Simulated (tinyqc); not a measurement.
From results back to parameters: band gaps under pressure and temperature from deformation potentials. Four cases, with inputs chosen for the exercise.

Problem. A gap falls from its value at 0 K by aV T^2/(T + bV). The falls at two temperatures are given.

Find: T^2/fall; aV; bV.

Method. T^2/fall = (T + bV)/aV is a straight line in T with slope 1/aV and intercept bV/aV.

Case 1.

Values chosen (out of a larger set: near those of Si, the X and L potentials typical of such crystals; not measured data): T12 = (100, 400) K (two temperatures).

falls at the two temperatures (meV): 17.117117  116.475096

Solution.

T^2/fall (K^2/meV): 584.2  1373.7

aV = 0.380 meV/K
bV = 122 K

Case 2.

Values chosen (out of a larger set: near those of GaSb, the X and L potentials typical of such crystals; not measured data): T12 = (150, 300) K (two temperatures).

falls at the two temperatures (meV): 31.347458  83.123596

Solution.

T^2/fall (K^2/meV): 717.8  1082.7

aV = 0.411 meV/K
bV = 145 K

Case 3.

Values chosen (out of a larger set: near those of Ge, the X and L potentials typical of such crystals; not measured data): T12 = (100, 500) K (two temperatures).

falls at the two temperatures (meV): 14.331683  180.037313

Solution.

T^2/fall (K^2/meV): 697.8  1388.6

aV = 0.579 meV/K
bV = 304 K

Case 4.

Values chosen (out of a larger set: near those of Ge, the X and L potentials typical of such crystals; not measured data): T12 = (400, 500) K (two temperatures).

falls at the two temperatures (meV): 133.295933  182.656827

Solution.

T^2/fall (K^2/meV): 1200.3  1368.7

aV = 0.594 meV/K
bV = 313 K

Computed by tinyqc, one run a case: `OMP_NUM_THREADS=1 python tinyqc.py N N+1 out.jsonl` with N = 1080857, 1080892, 1080904, 1080947; one thread of a shared Intel(R) Xeon(R) Processor @ 2.30GHz, about 0.01 s a run at most.
